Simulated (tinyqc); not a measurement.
UHF in the 6-31g basis, for H3+, spin multiplicity 1, step by step. One step of it, computed by the program tinyqc.

Question. Iteration 3: building the Fock matrix. J_ij = sum D_kl (ij|kl) with D = D(alpha) + D(beta), K_ij = sum D_kl (ik|jl) for each spin; F = H + J - K(s); E = tr D H + tr D J / 2 - 0.5 sum_s tr D(s) K(s) + E_nn.

D(alpha) after iteration 2, lower triangle:
```
           1H 1s      1H 2s      2H 1s      2H 2s      3H 1s     3H 2s
1H 1s   0.119546
1H 2s   0.115489   0.111570
2H 1s   0.138038   0.133354   0.159391
2H 2s   0.065366   0.063148   0.075477   0.035741
3H 1s   0.021291   0.020569   0.024585   0.011642   0.003792
3H 2s  -0.028492  -0.027525  -0.032899  -0.015579  -0.005074  0.006790
```

D(beta) after iteration 2, lower triangle:
```
           1H 1s      1H 2s      2H 1s      2H 2s     3H 1s     3H 2s
1H 1s   0.119546
1H 2s   0.115489   0.111570
2H 1s   0.021291   0.020569   0.003792
2H 2s  -0.028492  -0.027525  -0.005074   0.006790
3H 1s   0.138038   0.133354   0.024585  -0.032899  0.159391
3H 2s   0.065366   0.063148   0.011642  -0.015579  0.075477  0.035741
```

core Hamiltonian H = T + V (hartree), lower triangle:
```
           1H 1s      1H 2s      2H 1s      2H 2s      3H 1s      3H 2s
1H 1s  -1.444954
1H 2s  -1.244450  -1.379484
2H 1s  -0.734968  -0.818441  -1.149549
2H 2s  -0.895949  -1.089244  -1.059875  -1.185391
3H 1s  -0.734968  -0.818441  -0.074583  -0.322380  -1.149549
3H 2s  -0.895949  -1.089244  -0.322380  -0.616413  -1.059875  -1.185391
```

Two-electron integrals (ij|kl) in chemists' order, unique and non-zero (hartree):
```
(11|11) 1.076566   (21|11) 0.578470   (21|21) 0.329423   (22|11) 0.587396
(22|21) 0.361304   (22|22) 0.453150   (31|11) 0.282238   (31|21) 0.162761
(31|22) 0.181140   (31|31) 0.104707   (32|11) 0.283969   (32|21) 0.174784
(32|22) 0.216819   (32|31) 0.119897   (32|32) 0.156322   (33|11) 0.576016
(33|21) 0.363547   (33|22) 0.466748   (33|31) 0.282238   (33|32) 0.391451
(33|33) 1.076566   (41|11) 0.391451   (41|21) 0.224016   (41|22) 0.247607
(41|31) 0.119897   (41|32) 0.132034   (41|33) 0.283969   (41|41) 0.156322
(42|11) 0.440128   (42|21) 0.272800   (42|22) 0.348092   (42|31) 0.153198
(42|32) 0.194407   (42|33) 0.440128   (42|41) 0.194407   (42|42) 0.288039
(43|11) 0.363547   (43|21) 0.228303   (43|22) 0.294789   (43|31) 0.162761
(43|32) 0.224016   (43|33) 0.578470   (43|41) 0.174784   (43|42) 0.272800
(43|43) 0.329423   (44|11) 0.466748   (44|21) 0.294789   (44|22) 0.393088
(44|31) 0.181140   (44|32) 0.247607   (44|33) 0.587396   (44|41) 0.216819
(44|42) 0.348092   (44|43) 0.361304   (44|44) 0.453150   (51|11) 0.282238
(51|21) 0.162761   (51|22) 0.181140   (51|31) 0.064534   (51|32) 0.067601
(51|33) 0.133161   (51|41) 0.102669   (51|42) 0.122959   (51|43) 0.086910
(51|44) 0.123701   (51|51) 0.104707   (52|11) 0.283969   (52|21) 0.174784
(52|22) 0.216819   (52|31) 0.067601   (52|32) 0.074905   (52|33) 0.149428
(52|41) 0.109085   (52|42) 0.142987   (52|43) 0.097988   (52|44) 0.143996
(52|51) 0.119897   (52|52) 0.156322   (53|11) 0.018287   (53|21) 0.010212
(53|22) 0.010809   (53|31) 0.005046   (53|32) 0.005264   (53|33) 0.010878
(53|41) 0.006933   (53|42) 0.008131   (53|43) 0.006809   (53|44) 0.008704
(53|51) 0.005046   (53|52) 0.005264   (53|53) 0.000320   (54|11) 0.105191
(54|21) 0.063370   (54|22) 0.075619   (54|31) 0.025370   (54|32) 0.027671
(54|33) 0.055181   (54|41) 0.040086   (54|42) 0.051097   (54|43) 0.036018
(54|44) 0.051861   (54|51) 0.040976   (54|52) 0.050602   (54|53) 0.001926
(54|54) 0.016844   (55|11) 0.576016   (55|21) 0.363547   (55|22) 0.466748
(55|31) 0.133161   (55|32) 0.149428   (55|33) 0.298276   (55|41) 0.221554
(55|42) 0.296570   (55|43) 0.196258   (55|44) 0.294141   (55|51) 0.282238
(55|52) 0.391451   (55|53) 0.010878   (55|54) 0.121762   (55|55) 1.076566
(61|11) 0.391451   (61|21) 0.224016   (61|22) 0.247607   (61|31) 0.102669
(61|32) 0.109085   (61|33) 0.221554   (61|41) 0.148622   (61|42) 0.180186
(61|43) 0.141460   (61|44) 0.189751   (61|51) 0.119897   (61|52) 0.132034
(61|53) 0.006933   (61|54) 0.046947   (61|55) 0.283969   (61|61) 0.156322
(62|11) 0.440128   (62|21) 0.272800   (62|22) 0.348092   (62|31) 0.122959
(62|32) 0.142987   (62|33) 0.296570   (62|41) 0.180186   (62|42) 0.249862
(62|43) 0.191126   (62|44) 0.268484   (62|51) 0.153198   (62|52) 0.194407
(62|53) 0.008131   (62|54) 0.065335   (62|55) 0.440128   (62|61) 0.194407
(62|62) 0.288039   (63|11) 0.105191   (63|21) 0.063370   (63|22) 0.075619
(63|31) 0.040976   (63|32) 0.050602   (63|33) 0.121762   (63|41) 0.046947
(63|42) 0.065335   (63|43) 0.070668   (63|44) 0.079895   (63|51) 0.025370
(63|52) 0.027671   (63|53) 0.001926   (63|54) 0.010244   (63|55) 0.055181
(63|61) 0.040086   (63|62) 0.051097   (63|63) 0.016844   (64|11) 0.237329
(64|21) 0.145979   (64|22) 0.183089   (64|31) 0.073187   (64|32) 0.087602
(64|33) 0.188583   (64|41) 0.100042   (64|42) 0.140641   (64|43) 0.119105
(64|44) 0.158822   (64|51) 0.073187   (64|52) 0.087602   (64|53) 0.004367
(64|54) 0.030553   (64|55) 0.188583   (64|61) 0.100042   (64|62) 0.140641
(64|63) 0.030553   (64|64) 0.073974   (65|11) 0.363547   (65|21) 0.228303
(65|22) 0.294789   (65|31) 0.086910   (65|32) 0.097988   (65|33) 0.196258
(65|41) 0.141460   (65|42) 0.191126   (65|43) 0.128988   (65|44) 0.192129
(65|51) 0.162761   (65|52) 0.224016   (65|53) 0.006809   (65|54) 0.070668
(65|55) 0.578470   (65|61) 0.174784   (65|62) 0.272800   (65|63) 0.036018
(65|64) 0.119105   (65|65) 0.329423   (66|11) 0.466748   (66|21) 0.294789
(66|22) 0.393088   (66|31) 0.123701   (66|32) 0.143996   (66|33) 0.294141
(66|41) 0.189751   (66|42) 0.268484   (66|43) 0.192129   (66|44) 0.281318
(66|51) 0.181140   (66|52) 0.247607   (66|53) 0.008704   (66|54) 0.079895
(66|55) 0.587396   (66|61) 0.216819   (66|62) 0.348092   (66|63) 0.051861
(66|64) 0.158822   (66|65) 0.361304   (66|66) 0.453150
```

nuclear repulsion = 1.49148030 hartree

Give: Coulomb J; exchange K(alpha); exchange K(beta); F(alpha); F(beta); total energy of this density.

Answer.

Coulomb J (hartree), lower triangle:
```
       1H 1s  1H 2s  2H 1s  2H 2s  3H 1s  3H 2s
1H 1s  1.439
1H 2s  0.849  0.996
2H 1s  0.440  0.512  1.151
2H 2s  0.582  0.766  0.696  0.865
3H 1s  0.440  0.512  0.026  0.178  1.151
3H 2s  0.582  0.766  0.178  0.402  0.696  0.865
```

exchange K(alpha) (hartree), lower triangle:
```
       1H 1s  1H 2s  2H 1s  2H 2s  3H 1s  3H 2s
1H 1s  0.519
1H 2s  0.425  0.396
2H 1s  0.388  0.395  0.546
2H 2s  0.385  0.380  0.434  0.393
3H 1s  0.157  0.137  0.095  0.111  0.081
3H 2s  0.255  0.231  0.199  0.207  0.097  0.145
```

exchange K(beta) (hartree), lower triangle:
```
       1H 1s  1H 2s  2H 1s  2H 2s  3H 1s  3H 2s
1H 1s  0.519
1H 2s  0.425  0.396
2H 1s  0.157  0.137  0.081
2H 2s  0.255  0.231  0.097  0.145
3H 1s  0.388  0.395  0.095  0.199  0.546
3H 2s  0.385  0.380  0.111  0.207  0.434  0.393
```

F(alpha) (hartree), lower triangle:
```
        1H 1s   1H 2s   2H 1s   2H 2s   3H 1s   3H 2s
1H 1s  -0.525
1H 2s  -0.821  -0.780
2H 1s  -0.683  -0.701  -0.544
2H 2s  -0.700  -0.704  -0.797  -0.713
3H 1s  -0.452  -0.444  -0.143  -0.256  -0.079
3H 2s  -0.569  -0.555  -0.344  -0.422  -0.460  -0.465
```

F(beta) (hartree), lower triangle:
```
        1H 1s   1H 2s   2H 1s   2H 2s   3H 1s   3H 2s
1H 1s  -0.525
1H 2s  -0.821  -0.780
2H 1s  -0.452  -0.444  -0.079
2H 2s  -0.569  -0.555  -0.460  -0.465
3H 1s  -0.683  -0.701  -0.143  -0.344  -0.544
3H 2s  -0.700  -0.704  -0.256  -0.422  -0.797  -0.713
```

total energy of this density = -1.18895 hartree
